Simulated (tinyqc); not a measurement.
What moves the results: Kronig-Penney superlattice by transfer matrices. A value that a table varies takes the place of the one given here.

Wells (width a, potential 0, mass mw) alternate with barriers (width b, height V0, mass mb); period d = a + b; c = hbar^2/2m0. The vector (psi, psi'/m) is continuous, and a layer of thickness t carries it by M = [[cos kt, (m/k) sin kt], [-(k/m) sin kt, cos kt]] with k = sqrt(m (E - V)/c); for E < V, k = i kappa gives [[cosh, (m/kappa) sinh], [(kappa/m) sinh, cosh]] of kappa t. A Bloch state obeys cos(q d) = tr(Mb Mw)/2.

Constants: hbar^2/2m0 = 3.80998211 eV angstrom^2.

Parameters, chosen for this exercise (near those of the light valleys of a Si film between layers of SiO2; not measured data): a = 14 angstrom (well width); V0 = 3.224 eV (barrier height); mw = 0.19 m0 (mass in the wells); mb = 0.525 m0 (mass in the barriers); bs = (3, 4.5, 6, 7.8, 9.6, 12, 15) angstrom (barrier widths); b = 6 angstrom (barrier width).

## Barrier width

First miniband against b. m_z = -2 c f'/d^2 with f = tr M/2 at the bottom of the band. E1 is the level of the single well, kappa1 its decay constant in the barrier.

First miniband:

| b (angstrom) | bottom (eV) | top (eV) | W (meV) | ln W | m_z (m0) |
|---|---|---|---|---|---|
| 3.0 | 0.3404 | 0.4926 | 152.2 | 5.025 | 0.433 |
| 4.5 | 0.3834 | 0.4430 | 59.67 | 4.089 | 0.825 |
| 6.0 | 0.4008 | 0.4243 | 23.44 | 3.154 | 1.70 |
| 7.8 | 0.4086 | 0.4163 | 7.643 | 2.034 | 4.26 |
| 9.6 | 0.4112 | 0.4137 | 2.493 | 0.913 | 11.0 |
| 12.0 | 0.4121 | 0.4127 | 0.5596 | -0.580 | 40.3 |
| 15.0 | 0.4124 | 0.4125 | 0.08648 | -2.448 | 210 |

E1 = 0.4124 eV
kappa1 = 0.6224 1/angstrom

What does this show, and why?

W falls from 152.2 to 0.09 meV, and both edges close in on E1. The slope of ln W is -0.6245 per angstrom over the first two rows and -0.6224 over the last two, against -kappa1 = -0.6224: the width follows one power of the tunnelling amplitude once the wells couple weakly. m_z grows by a factor 484.2. Layers under about 10 angstrom are at the limit of envelope theory.

## From one barrier to a miniband

Transmission through N barriers separated by wells, between leads of the well material: T = 4/[(M11 + M22)^2 + (u M12 - M21/u)^2] with u = k/mw and M the product over all layers; twelve evenly spaced energies around the first miniband.

Transmission:

| E (eV) | tr M/2 of a period | N = 1 | N = 2 | N = 4 | N = 8 |
|---|---|---|---|---|---|
| 0.390288 | 1.959 | 0.00177 | 0.000115 | 6.47e-07 | 2.08e-11 |
| 0.394550 | 1.567 | 0.00179 | 0.000182 | 2.98e-06 | 8.50e-10 |
| 0.398811 | 1.181 | 0.00181 | 0.000324 | 2.53e-05 | 2.16e-07 |
| 0.403072 | 0.801 | 0.00183 | 0.000712 | 0.00220 | 0.000784 |
| 0.407334 | 0.427 | 0.00185 | 0.00253 | 0.00157 | 0.0103 |
| 0.411595 | 0.060 | 0.00187 | 0.116 | 0.0323 | 0.00876 |
| 0.415857 | -0.302 | 0.00189 | 0.00515 | 0.00193 | 0.00428 |
| 0.420118 | -0.658 | 0.00191 | 0.00110 | 0.0153 | 0.00417 |
| 0.424380 | -1.009 | 0.00193 | 0.000474 | 0.000111 | 2.12e-05 |
| 0.428641 | -1.353 | 0.00195 | 0.000266 | 9.40e-06 | 1.35e-08 |
| 0.432902 | -1.692 | 0.00197 | 0.000172 | 1.93e-06 | 2.52e-10 |
| 0.437164 | -2.025 | 0.00199 | 0.000121 | 5.85e-07 | 1.38e-11 |

How do the results move?

5 of the energies lie in the miniband (|tr M/2| <= 1); there T for N = 8 runs between 0.000784 and 0.0103. In the gaps it falls with N: at E = 0.4372 eV from 5.85e-07 (N = 4) to 1.38e-11 (N = 8), a slope of ln T of -2.66 a period, against -2 arccosh|tr M/2| = -2.66.

## What each parameter does

Bottom and width of the first miniband, the gap above it, and m_z = -2 c f'/d^2 with f = tr M/2. Each row changes one parameter from the base and keeps the others.

Results:

| case | bottom (eV) | width (meV) | gap (meV) | m_z (m0) |
|---|---|---|---|---|
| base | 0.4008 | 23.4 | 1272.6 | 1.6988 |
| a = 16 angstrom | 0.3359 | 17.8 | 1058.9 | 1.8443 |
| b = 5 angstrom | 0.3910 | 43.7 | 1229.6 | 1.0431 |
| V0 = 2.74 eV | 0.3743 | 31.4 | 1186.5 | 1.2900 |
| mw = 0.209 m0 | 0.3873 | 21.6 | 1203.2 | 1.8452 |
| mb = 0.4462 m0 | 0.4166 | 32.2 | 1270.7 | 1.2544 |

What can be read from the table?

The largest shifts from the base row, up to three for each result and ties (the steps differ in size, so this ranks the rows, not the parameters). bottom (eV): a -0.0650, V0 -0.0266, mb +0.0158. width (meV): b +20.3, mb +8.8, V0 +8.0. gap (meV): a -213.7, V0 -86.1, mw -69.3. m_z (m0): b -0.6557, mb -0.4443, V0 -0.4088.

Computed by tinyqc, a small Python program: `OMP_NUM_THREADS=1 python tinyqc.py 1280565 1280566 out.jsonl` (the numbers bound the seed that draws the inputs); one thread of a shared host (Intel(R) Xeon(R) Processor @ 2.30GHz), about 0.06 s for the whole set of steps.
